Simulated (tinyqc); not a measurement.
Transmission spectrum against simple models: phonon transmission through an interface between two chains by Green functions. Computed by tinyqc, a small Python program. Command: `OMP_NUM_THREADS=1 python tinyqc.py 3010017 3010018 out.jsonl agf walk`. One thread of a shared host (Intel(R) Xeon(R) Processor @ 2.30GHz), about 0.01 s of CPU time with the checks.

Two semi-infinite chains (masses m_1, m_2; springs k_1, k_2), motion along the chain. The central region holds the end atom of each chain, joined by springs k_b. lambda = omega^2 in eV/(angstrom^2 u); nu = 15.6333042 THz x sqrt(lambda).

Inputs (values chosen for the exercise, for two model chains):
```
quantity                          value           unit
mass m_1                           41.5              u
spring k_1                           13  eV/angstrom^2
mass m_2                           45.7              u
spring k_2                         6.14  eV/angstrom^2
junction spring k_b                1.21  eV/angstrom^2
probe frequency / lower band top   0.23              -
```

Atoms in the interlayer: none.

Constants: nu for 1 eV/(angstrom^2 u) = 15.6333042 THz.

Method:
- nu_max = 15.6333042 THz x 2 sqrt(k/m); impedance Z = sqrt(k m); long-wave transmission 4 Z_1 Z_2/(Z_1 + Z_2)^2; the probe frequency is the given share of the lower band top.
- In chain i, sin(q_i a/2) = nu/nu_max,i. An outgoing wave makes the next atom move as exp(i q_i a) times the end atom, so the lead adds the self-energy Sigma_i = -k_i exp(i q_i a) to the force-constant matrix; Gamma_i = -2 Im Sigma_i = 2 k_i sin(q_i a).
- A = lambda M - K - Sigma over the central atoms, with K_ii the sum of the springs at i, K_(i,i+1) = -k_b; G = inverse of A; transmission = Gamma_1 Gamma_2 |G_(first,last)|^2.
- Long-wave value 4 Z_1 Z_2/(Z_1 + Z_2)^2. Continuum estimate, with omega = sqrt(lambda): a massless extra compliance c = 1/k_b - 1/(2 k_1) - 1/(2 k_2), tau = long-wave value/[1 + (omega c Z_1 Z_2/(Z_1 + Z_2))^2].

band top of chain 1 = 17.4996 THz

band top of chain 2 = 11.4606 THz

long-wave transmission = 0.973759

Z_1 = 23.2271 sqrt(eV u)/angstrom

Z_2 = 16.7511 sqrt(eV u)/angstrom

Transmission:
```
nu/nu_top  nu (THz)  Green function  long-wave value  continuum estimate
0.05          0.573         0.91559          0.97376             0.91559
0.15          1.719         0.61628          0.97376             0.61954
0.25          2.865         0.36610          0.97376             0.37623
0.35          4.011         0.22090          0.97376             0.23676
0.45          5.157         0.13871          0.97376             0.15844
0.55          6.303         0.08973          0.97376             0.11209
0.65          7.449         0.05869          0.97376             0.08297
0.75          8.595         0.03777          0.97376             0.06367
0.85          9.741         0.02268          0.97376             0.05030
0.92         10.544         0.01396          0.97376             0.04326
0.98         11.231         0.00604          0.97376             0.03833
```

What follows from these numbers?

The transmission starts at the impedance value 0.974 and vanishes at the lower band top, 11.46 THz, above which chain 2 has no states. It first falls below half of that value at nu/nu_top = 0.25. The continuum estimate is within 0.05 up to nu/nu_top = 0.98; it leaves out dispersion.
